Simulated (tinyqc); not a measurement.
# On-chip interconnect, size-dependent resistivity and RC delay: two studies

A rectangular line between two neighbours and two ground planes. Surface and grain-boundary scattering are added to the bulk resistivity as corrections; capacitances are parallel-plate values without fringing; inductance is ignored.

Values chosen for this exercise; metal values close to those of cobalt: bulk resistivity rho0 = 6.05 uohm cm; bulk mean free path lam = 12 nm; specular share of surface scattering ps = 0; reflection coefficient of grain boundaries Rg = 0.19; grain size over the metal width gr = 2; drawn line width wd = 66 nm; aspect ratio, height over width AR = 2.2; liner on both walls and the bottom, not conducting tl = 1 nm; space to the neighbouring lines sp = 79 nm; dielectric height to the planes above and below hd = 130 nm; relative permittivity of the dielectric ek = 3; Miller factor of the neighbours Mf = 2; driver resistance Rd = 2000 ohm; load capacitance Cl = 0.24 fF; bulk resistivity of the second metal (close to ruthenium) rho2 = 7.9 uohm cm; mean free path of the second metal lam2 = 6.57 nm; liner of the second metal tl2 = 0.4 nm.

Constants: eps0 = 8.8541878128e-12 F/m. Results are converted to the units shown.

Each table varies one quantity; the others keep the values above.

## Delay against the line length

Metal width x = wd - 2 tl, height y = AR wd - tl; grain boundaries (Mayadas-Shatzkes): al = (lam/(gr x)) Rg/(1 - Rg), g = 1/[1 - 3 al/2 + 3 al^2 - 3 al^3 ln(1 + 1/al)] - 1; surfaces (Fuchs-Sondheimer, thick limit): s = (3/8) lam (1 - ps)(1/x + 1/y); rho = rho0 (1 + g + s); r = rho/(x y); c = eps0 ek (2 wd/hd + 2 Mf AR wd/sp). Elmore delay tE = Rd (c Lw + Cl) + r Lw (c Lw/2 + Cl); t50 is the time at which the far end of a ladder of 30 pi sections (half capacitances at both ends, Cl at the far end, a step applied through Rd) reaches half the step; line share r Lw/(Rd + r Lw); estimate 0.69 Rd (c Lw + Cl) + 0.38 r c Lw^2 + 0.69 r Lw Cl.

The same in every row: rho (uohm cm) = 6.862; r (ohm/um) = 7.435; c (fF/um) = 0.2223.

Results:
```
Lw (um)	tE (ps)	t50 (ps)	estimate (ps)	line share of the resistance (%)
1	0.9271	0.6428	0.6398	0.3704
3	1.826	1.267	1.261	1.103
7	3.645	2.531	2.518	2.536
50	24.86	17.45	17.30	15.67
100	53.37	37.85	37.41	27.10
400	311.2	228.3	224.0	59.79
1000	1273	953.2	936.3	78.80
3000	8776	6634	6576	91.77
```

Estimate the missing row, Lw = 20 um.

Computed row:
```
Lw (um)	tE (ps)	t50 (ps)	estimate (ps)	line share of the resistance (%)
20	9.736	6.786	6.741	6.921
```

With this row back in the table: As Lw goes from 1 to 3000, r stays at 7.44 ohm/um, c stays at 0.222 fF/um and t50 rises from 0.643 to 6630 ps. t50/tE lies between 0.693 and 0.756, and the estimate is within 1.9 % of t50. The delay goes as Lw^(0.62) for the shortest lines and Lw^(1.77) for the longest; the line resistance equals Rd at 269 um.

## Two metals against line width

Metal width x = wd - 2 tl, height y = AR wd - tl; grain boundaries (Mayadas-Shatzkes): al = (lam/(gr x)) Rg/(1 - Rg), g = 1/[1 - 3 al/2 + 3 al^2 - 3 al^3 ln(1 + 1/al)] - 1; surfaces (Fuchs-Sondheimer, thick limit): s = (3/8) lam (1 - ps)(1/x + 1/y); rho = rho0 (1 + g + s); r = rho/(x y). The second metal has rho2, lam2 and tl2 in place of rho0, lam and tl; ps, Rg, gr and AR are shared.

Results:
```
wd (nm)	rho, first (uohm cm)	rho, second (uohm cm)	r, first (ohm/um)	r, second (ohm/um)	ratio second/first
5	21.83	16.45	7277	3696	0.5079
6.5	16.83	14.26	2812	1800	0.6401
8	14.26	12.97	1431	1047	0.7315
13	10.63	10.92	350.3	317.4	0.9061
17	9.441	10.18	172.9	169.9	0.9824
22	8.610	9.648	90.82	94.82	1.044
30	7.889	9.173	43.35	47.89	1.105
45	7.254	8.743	17.21	20.06	1.165
70	6.815	8.439	6.550	7.940	1.212
120	6.492	8.213	2.092	2.614	1.250
```

Estimate the missing row, wd = 10 nm.

Computed row:
```
wd (nm)	rho, first (uohm cm)	rho, second (uohm cm)	r, first (ohm/um)	r, second (ohm/um)	ratio second/first
10	12.28	11.88	731.1	598.0	0.8180
```

With this row back in the table: The resistivity of the first metal falls from 21.8 to 6.49 uohm cm and that of the second goes from 16.5 to 8.21 uohm cm as the line widens. The products rho0 lam, which set the size effect, are 72.6 and 51.9 uohm cm nm. The two resistances cross at wd = 18.2 nm: below it the second metal gives the lower line resistance. For widths well under the mean free path the thick-limit surface term is only a guide.

Numbers from tinyqc (`OMP_NUM_THREADS=1 python tinyqc.py 2100038 2100039 out.jsonl`; about 0.01 s on one thread of a shared Intel Xeon 2.30GHz).
